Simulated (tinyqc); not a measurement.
Ion implantation: universal nuclear stopping, Lindhard-Scharff electronic stopping and a Gaussian range profile. Which input was changed? Computed by tinyqc, a small Python program. Command: `OMP_NUM_THREADS=1 python tinyqc.py 3000510 3000511 out.jsonl implant which`. One thread of a shared host (Intel(R) Xeon(R) Processor @ 2.30GHz), about 0.8 s of CPU time with the checks.

An ion slows by elastic collisions with screened nuclei and by friction with electrons; channelling is ignored and the target is uniform.

Inputs (values chosen for the exercise, modelled on boron ions in silicon):
```
quantity                                 value    unit
ion atomic number Z1                         5       -
ion mass M1                                 11       u
target atomic number Z2                     14       -
target mass M2                           28.09       u
target density N                         49.94  1/nm^3
ion energy E                                31     keV
scale factor of electronic stopping k      1.4       -
dose Q                                 3.7e+14  1/cm^2
displacement energy E_d                     15      eV
```

Method:
- Reduced energy eps = 32.53 M2 E/(Z1 Z2 (M1 + M2)(Z1^0.23 + Z2^0.23)), E in keV; s_n = ln(1 + 1.1383 eps)/(2 (eps + 0.01321 eps^0.21226 + 0.19593 eps^0.5)) for eps up to 30 and ln(eps)/(2 eps) above; S_n = 8.462 Z1 Z2 M1 s_n/((M1 + M2)(Z1^0.23 + Z2^0.23)) in 1e-15 eV cm^2.
- S_e = k 3.83 Z1^(7/6) Z2/(Z1^(2/3) + Z2^(2/3))^(3/2) sqrt(E/M1) in 1e-15 eV cm^2, E in keV.
- Path length R = int_0^E dE'/(N (S_n + S_e)); energy lost to nuclei nu = int_0^E S_n/(S_n + S_e) dE' (both with E' = E y^3 and 64 Gauss-Legendre points in y).
- Estimates of Lindhard type: R_p = R/(1 + M2/(3 M1)), straggle dR_p = (2/3) R_p sqrt(M1 M2)/(M1 + M2).
- Kinchin-Pease count with efficiency 0.8: N_d = 0.8 nu/(2 E_d), taking all of nu as damage energy (an upper estimate, as recoils also lose energy to electrons). Spread over a depth R_p + dR_p, displacements per atom = Q N_d/(N (R_p + dR_p)).

Task: One of these inputs alone was changed, within the range given: ion energy E (15.5 to 62); scale factor of electronic stopping k (0.7 to 2.8); dose Q (1.85e+14 to 7.4e+14); target atomic number Z2 (7 to 28). Which one, and to what value?

Results:
```
run     displacements per atom  projected range R_p (nm)  energy lost to nuclei nu (keV)
before               0.2012090                  99.30430                        13.14517
after                0.2288927                  91.87657                        13.83526
```

Result:

Each candidate set to reproduce displacements per atom, and what it then gives:
```
candidate                                   range searched  value needed  projected range R_p (nm)  energy lost to nuclei nu (keV)
ion energy E (keV)                              15.5 to 62  out of reach                         -                               -
scale factor of electronic stopping k           0.7 to 2.8  out of reach                         -                               -
dose Q (1/cm^2)                        1.85e+14 to 7.4e+14      4.209e14                    99.304                          13.145
target atomic number Z2                            7 to 28         15.80                    91.877                          13.835
```

Only target atomic number Z2 fits every result: it went from 14 to 15.8. The next best candidate, dose Q, misses one result by 8.1 %.

Caution: the estimates of R_p and dR_p assume mainly nuclear stopping and an ion not much lighter than the target; here they are rough, and for light ions in heavy targets the straggle can be low by a factor of two or more. Caution: above a few tenths of a displacement per atom cascades overlap, so the count overstates new damage; heavy ions turn silicon and germanium amorphous at such levels, while light ions such as boron and metal targets anneal much of the damage.
